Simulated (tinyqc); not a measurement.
Inside a calculation. Method: tight binding, honeycomb lattice. One step of it, computed by the program tinyqc.

Task: Bloch Hamiltonian at K. H_AB = -t1 (1 + exp(-i k.a1) + exp(-i k.a2)); H_AA = delta - 2 t2 sum cos(k.b + phi), H_BB = -delta - 2 t2 sum cos(k.b - phi), b = a1, a2 - a1, -a2.

Parameters chosen for this model:
```
parameter     value                        unit
t1         1.110000                 eV, nearest
t2         0.320000       eV, second neighbours
phi        1.570000  rad, phase of t2 (Haldane)
delta             0          eV, +/- on A and B
```

k point K (fractions of the reciprocal vectors): [0.333333, 0.666667]

Give: H(k) at K.

Result:

H(k) at K (eV), order A, B:
$$\begin{pmatrix}
1.6635 & 0.0000 \\
0.0000 & -1.6620
\end{pmatrix}$$
